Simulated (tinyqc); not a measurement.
# Inputs raised by 2 %, one at a time

Model: donor in an ellipsoidal valley (Kohn-Luttinger variational method). Computed by tinyqc, a small Python program. Command: `OMP_NUM_THREADS=1 python tinyqc.py 3018486 3018487 out.jsonl kohnlutt sens`. One thread of a shared host (Intel(R) Xeon(R) Processor @ 2.30GHz), about 0.1 s of CPU time with the checks.

H = -(d^2/dx^2 + d^2/dy^2) - gamma d^2/dz^2 - 2/r in units built on m_t, with gamma = m_t/m_l and z along the valley axis. One valley; no valley-orbit or central-cell term.

Inputs (values chosen for the exercise, modelled on silicon): transverse mass m_t = 0.192 m_0; longitudinal mass m_l = 0.926 m_0; dielectric constant eps = 11.5.

Constants: Ry = 13.605693123 eV; a_0 = 0.529177210903 angstrom.

Method:
- Ry* = Ry m_t/eps^2, a* = a_0 eps/m_t, gamma = m_t/m_l.
- Trial function exp(-sqrt((x^2 + y^2)/a^2 + z^2/b^2)) with beta = b/a < 1: E = t/a^2 - u/a, t = (2 + gamma/beta^2)/3, u = 2 arcsin(sqrt(1 - beta^2))/sqrt(1 - beta^2); the best a is 2 t/u and E(beta) = -u^2/(4 t).
- Golden-section search on beta from 0.05 to 0.999, 60 steps.
- Gaussian basis: g = P exp(-al (x^2 + y^2) - be z^2) with P = 1 (s-like), z (2p0) or x (2p+-); al = 0.004 x 2.6^k, k = 0..11, and be/al = 1, gamma^(-1/2) or 1/gamma (36 functions); 1/r = (2/sqrt(pi)) int exp(-t^2 r^2) dt by 48 Gauss-Legendre points after t = sqrt(al_i + al_j) tan(theta); overlap eigenvalues below 1e-10 are dropped.

Runs; columns: (1) input moved; (2) from; (3) to; (4) 1s binding energy, trial function (meV); (5) 2p0 binding energy (meV); (6) 2p+- binding energy (meV); (7) radius a of the 1s trial function (angstrom):
```
(1)                            (2)      (3)     (4)     (5)     (6)     (7)
base run                         -        -  30.939  11.395  6.3424  23.708
transverse mass m_t (m_0)    0.192  0.19584  31.408  11.517  6.4535  23.316
longitudinal mass m_l (m_0)  0.926  0.94452  31.085  11.500  6.3577  23.636
dielectric constant eps       11.5    11.73  29.737  10.953  6.0961  24.183
```

Exponents ln(y'/y) / ln(x'/x):
```
input                    1s binding energy, trial function  2p0 binding energy  2p+- binding energy  radius a of the 1s trial function
transverse mass m_t                                  0.760               0.536                0.877                             -0.844
longitudinal mass m_l                                0.239               0.462                0.122                             -0.155
dielectric constant eps                             -2.000              -2.000               -2.000                              1.000
```

To which inputs is each result most sensitive?

Among the inputs moved here: 1s binding energy, trial function answers most in size to dielectric constant eps (exponent -2.000), next to transverse mass m_t (+0.760). Its exponent -2.000 in dielectric constant eps: energies scale as 1/eps^2 and lengths as eps. 2p0 binding energy answers most in size to dielectric constant eps (exponent -2.000), next to transverse mass m_t (+0.536). Its exponent -2.000 in dielectric constant eps: energies scale as 1/eps^2 and lengths as eps. 2p+- binding energy answers most in size to dielectric constant eps (exponent -2.000), next to transverse mass m_t (+0.877). Its exponent -2.000 in dielectric constant eps: energies scale as 1/eps^2 and lengths as eps. Radius a of the 1s trial function answers most in size to dielectric constant eps (exponent +1.000), next to transverse mass m_t (-0.844). Its exponent +1.000 in dielectric constant eps: energies scale as 1/eps^2 and lengths as eps.
